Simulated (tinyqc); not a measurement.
Worked calculation (part 2 of 2): RHF in the sto-3g basis, for H6, spin multiplicity 1. Computed by tinyqc, a small Python program that keeps every step (integrals from PySCF). Command: `OMP_NUM_THREADS=1 python tinyqc.py 28800 28801 out.jsonl` (the two numbers bound the seeds that draw the settings). One thread of a shared host (Intel(R) Xeon(R) Processor @ 2.60GHz), about 0.06 s of CPU time with the checks.

Geometry (angstrom):
```
atom        x        y        z
H     0.00000  0.00000  0.00000
H     0.00000  0.00000  0.90400
H     0.00000  0.00000  2.35400
H     0.00000  0.00000  3.25800
H     0.00000  0.00000  4.70900
H     0.00000  0.00000  5.61200
```

## Populations, bond orders and dipole

D after iteration 8, lower triangle:
```
          1H 1s     2H 1s     3H 1s     4H 1s    5H 1s    6H 1s
1H 1s   0.65408
2H 1s   0.64092   0.64436
3H 1s  -0.08895   0.01452   0.65430
4H 1s  -0.18397  -0.08488   0.63924   0.65435
5H 1s   0.01634  -0.00915  -0.08469   0.01441  0.64413
6H 1s   0.05713   0.01636  -0.18357  -0.08887  0.64069  0.65378
```

overlap S, lower triangle:
```
         1H 1s    2H 1s    3H 1s    4H 1s    5H 1s    6H 1s
1H 1s  1.00000
2H 1s  0.55470  1.00000
3H 1s  0.06479  0.27570  1.00000
4H 1s  0.01043  0.06479  0.55470  1.00000
5H 1s  0.00026  0.00289  0.06467  0.27531  1.00000
6H 1s  0.00001  0.00026  0.01043  0.06479  0.55532  1.00000
```

Mulliken: Z minus the diagonal of D S on the atom; Loewdin: the same with S^(1/2) D S^(1/2); Mayer order: 2 sum_s sum (D(s) S)_ij (D(s) S)_ji over the two atoms.

Charges (e):
```
atom  Mulliken   Loewdin
1H    -0.00192  -0.00699
2H     0.00164   0.00666
3H     0.00027   0.00034
4H     0.00028   0.00031
5H     0.00162   0.00664
6H    -0.00189  -0.00696
```

Mayer bond orders:
```
pair      order
2-1     0.96580
3-1    -0.00095
3-2     0.03476
4-1     0.03231
4-2    -0.00095
4-3     0.93496
5-1   -3.85e-05
5-2     0.00042
5-3    -0.00095
5-4     0.03462
6-1     0.00287
6-2   -3.85e-05
6-3     0.03217
6-4    -0.00095
6-5     0.96594
```

dipole moment about the origin, x y z (debye): 0.00000  0.00000  0.00008
